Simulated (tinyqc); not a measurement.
## Surface Green function of a dimerised chain, Sancho-Rubio decimation: end state of the dimerised chain

A semi-infinite lead of cells 0, 1, 2, ... with H0 inside a cell and H1 = <cell i|H|cell i + 1>. Cell A, B with A at the surface; -t1 joins A and B, -t2 joins B to the next A. z = E + i eta.

Start with e_s = e = H0, a = H1, b = H1^dagger. Each round: g = (z - e)^(-1); e_s <- e_s + a g b; e <- e + a g b + b g a; a <- a g a; b <- b g b (all with the old a, b). Round k joins cells 2^k apart. Stop when the largest entry of the matrices a and b is below 1e-12 eV; g_s = (z - e_s)^(-1), bulk (z - e)^(-1), density of states -Im Tr/pi. At E = dl and eta = 0.0001 eV the weight of a bound state on the first A site is -eta Im g_s(A, A).

Parameters, values chosen for the exercise:
- t2 = 1 eV (hopping between cells)
- dl = 0 eV (site energy, +dl on A and -dl on B)

End state of the dimerised chain:
```
t1 (eV)  half gap sqrt(dl^2 + (t1 - t2)^2) (eV)  weight from g_s  1 - (t1/t2)^2, or 0
0.1                                      0.9000           0.9900               0.9900
0.3                                      0.7000           0.9100               0.9100
0.5                                      0.5000           0.7500               0.7500
0.7                                      0.3000           0.5100               0.5100
0.9                                      0.1000           0.1900               0.1900
1.1                                      0.1000         4.762e-8                    0
1.3                                      0.3000         1.449e-8                    0
1.5                                      0.5000         8.000e-9                    0
```

For t1 < t2 = 1 eV the weak bond comes first and a state is bound to the end at E = dl; its weight on the first site falls from 0.990 to 0.190 over these rows and follows 1 - (t1/t2)^2. For t1 > t2 there is none, and the column holds only a remainder of order eta^2 (8.0e-9 in the last row).

Program tinyqc, `OMP_NUM_THREADS=1 python tinyqc.py 2680112 2680113 out.jsonl`; Intel Xeon 2.30GHz, shared host, one thread, about 0.02 s.
